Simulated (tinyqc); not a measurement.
Polytypes by hexagonality, and a cubic inclusion as a quantum well: sweeps and comparisons. A value that a table varies takes the place of the one given here.

Gap: E3 + (E2 - E3) h. Valence top Ev2 h and polarisation P2 h, both counted from 3C; Ec = Ev + gap.

A cubic inclusion of width L = N d in the host (h = 1) is a well of depth V = Ec(host) - Ec(3C). Square well with mass mismatch: k tan(k L/2) = (m_w/m_b) q, k = sqrt(m_w E/c), q = sqrt(m_b (V - E)/c), c = hbar^2/2m0, lowest root. The depth of the level, V - E, is its binding, and the transition to the valence top of the host is gap(host) - (V - E). The step in polarisation gives a field |F| = |P|/(eps eps0) in a thin inclusion, eps0 = 8.8541878e-12 F/m.

Constants: hbar^2/2m0 = 3.80998211 eV angstrom^2.

Inputs chosen for the exercise (of the order of those of InP; the results hold for these values, not for the real material): E3 = 1.409 eV (gap of the cubic polytype); E2 = 1.504 eV (gap of 2H); Ev2 = 0.051 eV (valence top of 2H above that of 3C); P2 = -0.0022 C/m^2 (spontaneous polarisation of 2H); m = (0.077, 0.078) m0 (electron mass along c in the cubic layer and in the host); d = 3.387 angstrom (thickness of a double layer); eps = 12.5 (dielectric constant); N = 6 (double layers in the cubic inclusion).

## Width of the inclusion

Without the field: square well. With it, the potential inside is |F| (z - L/2), the host conduction edge lies at V - |F| L/2 on one side and V + |F| L/2 on the other, and the lowest level E_F is found by finite differences (step 0.25 angstrom, wide box, good to about 1 meV). Holes sit in the host on the high side, so the transition is gap(host) - V + E_F - |F| L/2. A dash: bound by less than 2 meV or not at all.

Results:
```
N   L (angstrom)  depth (eV)  transition (eV)  depth below the low side, with field (eV)  transition with field (eV)
2           6.77       0.005            1.499                                          -                           -
4          13.55       0.017            1.487                                      0.006                       1.471
6          20.32       0.032            1.472                                      0.015                       1.448
10         33.87       0.061            1.443                                      0.032                       1.404
15         50.80       0.087            1.417                                      0.045                       1.358
20         67.74       0.103            1.401                                      0.050                       1.320
30        101.61       0.121            1.383                                      0.052                       1.250
```

How do the results move?

The square well binds a level even at N = 2 (5 meV), as any symmetric one-dimensional well does; the depth grows to 121 of 146 meV, and the transition tends to E3 - Ev(host) = 1.358 eV. With the field the level is bound by 2 meV or more for N = 4, 6, 10, 15, 20 and 30, and the transition is lowered by 16 meV at N = 4 and 133 meV at N = 30, where |F| L/2 = 101 meV. Free carriers or surface charge screen the field and the step between the two sides; with the field removed every row returns to its square-well depth, and the attraction to the hole, left out here, binds the electron further.

## What each parameter does

Well depth, depth of the level, transition without the field and field. Each row changes one parameter from the base and keeps the others.

Results:
```
case                   V (eV)  depth (eV)  transition (eV)  |F| (MV/cm)
base                   0.1460      0.0323           1.4717        0.199
N = 7                  0.1460      0.0401           1.4639        0.199
Ev2 = 0.081 eV         0.1760      0.0445           1.4595        0.199
E3 = 1.389 eV          0.1660      0.0403           1.4637        0.199
E2 = 1.534 eV          0.1760      0.0445           1.4895        0.199
P2 = -0.0029 C/m^2     0.1460      0.0323           1.4717        0.262
eps = 13.5             0.1460      0.0323           1.4717        0.184
m = (0.092, 0.078) m0  0.1460      0.0330           1.4710        0.199
```

What does this show?

The largest shifts from the base row, up to three for each result and ties (the steps differ in size, so this ranks the rows, not the parameters). V (eV): Ev2 +0.0300, E2 +0.0300, E3 +0.0200; unchanged at the printed digits by N, P2, eps and m. depth (eV): Ev2 +0.0122, E2 +0.0122, E3 +0.0080; unchanged at the printed digits by P2 and eps. transition (eV): E2 +0.0178, Ev2 -0.0122, E3 -0.0080; unchanged at the printed digits by P2 and eps. |F| (MV/cm): P2 +0.063, eps -0.015; unchanged at the printed digits by N, Ev2, E3, E2 and m.

(tinyqc, `OMP_NUM_THREADS=1 python tinyqc.py 1880439 1880440 out.jsonl`, Intel(R) Xeon(R) Processor @ 2.30GHz, 1 thread, shared host, about 0.09 s.)
